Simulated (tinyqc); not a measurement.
Chemical vapour deposition: Grove model, boundary layer, depletion and step coverage. From one set of inputs to another, one input at a time. Computed by tinyqc, a small Python program. Command: `OMP_NUM_THREADS=1 python tinyqc.py 3007939 3007940 out.jsonl cvd ladder`. One thread of a shared host (Intel(R) Xeon(R) Processor @ 2.30GHz), about 0.01 s of CPU time with the checks.

A precursor diffuses to the surface and reacts there at first order; each molecule that reacts adds one formula unit of film.

The inputs printed are set A. Set A is close to those used for epitaxial silicon from a chlorosilane; the values taken over come from a set close to those used for tungsten from its fluoride. Inputs not listed in the table keep their values of set A, so the rows need not describe a real material.

Inputs (values chosen for the exercise, close to those used for epitaxial silicon from a chlorosilane):
```
quantity                                            value                unit
prefactor k0 of k_s                               2.4e+07                cm/s
activation energy E                                  1.89                  eV
temperature T                                        1160                   C
total pressure p                                      760                torr
mole fraction of the precursor Y                   0.0019                   -
gas diffusivity D0 at 273.15 K and 760 torr          0.16              cm^2/s
film density N                                      5e+22  formula units/cm^3
precursor mass M                                    135.5                   u
gas velocity U                                         15                cm/s
kinematic viscosity nu0 at 273.15 K and 760 torr     0.85              cm^2/s
susceptor length L                                     21                  cm
channel height b                                      3.9                  cm
```

Reactor: horizontal, atmospheric.

Constants: k_B = 1.380649e-23 J/K; u = 1.6605390666e-27 kg; k_B = 8.617333262e-05 eV/K.

Method:
- k_s = k0 exp(-E/(k_B T)); C_g = Y p/(k_B T), 1 torr = 133.322 Pa; D = D0 (T/273.15)^1.75 (760/p).
- Temperatures in kelvin are T(C) + 273.15.
- Mean speed c = sqrt(8 k_B T/(pi M)); reactive sticking probability beta = 4 k_s/c.
- nu = nu0 (T/273.15)^1.75 (760/p); Re = U L/nu; mean boundary layer delta = (2/3) L/sqrt(Re), at most b/2; h_g = D/delta.
- Fluxes in series: C_s = C_g/(1 + k_s/h_g); growth rate G = k_s h_g/(k_s + h_g) C_g/N; 1 cm/s = 6e8 nm/min.
- Plug flow: U b dC/dx = -k_eff C with k_eff = k_s h_g/(k_s + h_g), so C falls as exp(-k_eff x/(U b)); the used share of the precursor is 1 - C(L)/C(0).

Each row keeps all changes above it:
```
input moved                                                        from              to  growth rate G at the inlet (nm/min)  rate at the outlet over rate at the inlet  ratio k_s/h_g
set A                                                                 -               -                            1.366e+02                                     0.6570      3.631e+00
gas velocity U (cm/s)                                                15              13                            1.366e+02                                     0.6159      3.631e+00
mole fraction of the precursor Y                                 0.0019          0.0051                            3.667e+02                                     0.6159      3.631e+00
temperature T (C)                                                  1160             390                            7.038e-05                                     1.0000      2.335e-07
prefactor k0 of k_s (cm/s) and activation energy E (eV)  24000000, 1.89  8700000, 0.783                            2.883e+02                                     0.8384      2.190e+01
susceptor length L (cm)                                              21              29                            2.524e+02                                     0.8080      2.516e+01
gas diffusivity D0 at 273.15 K and 760 torr (cm^2/s)               0.16            0.13                            2.065e+02                                     0.8399      3.097e+01
```

Growth rate G at the inlet goes from 137 to 207, a factor 1.51 in all. The largest single move comes from temperature T (a factor 1.92e-7), but it runs against the net change; the largest move in the direction of the net change is prefactor k0 of k_s with activation energy E (a factor 4.10e6). Rate at the outlet over rate at the inlet goes from 0.657 to 0.840, a factor 1.28 in all. The largest single move comes from temperature T (a factor 1.62), and prefactor k0 of k_s with activation energy E works against it (a factor 0.838). Ratio k_s/h_g goes from 3.63 to 31.0, a factor 8.53 in all. The largest single move comes from prefactor k0 of k_s with activation energy E (a factor 9.38e7), and temperature T works against it (a factor 6.43e-8). The single moves hold for this order of the switches; the total does not depend on the order.

Caution (rows set A, gas velocity U, mole fraction of the precursor Y, susceptor length L, gas diffusivity D0 at 273.15 K and 760 torr): the boundary layer is capped at b/2, so U, L and nu no longer affect h_g.

Extremes, crossings and ranges named in words are read from the listed rows.
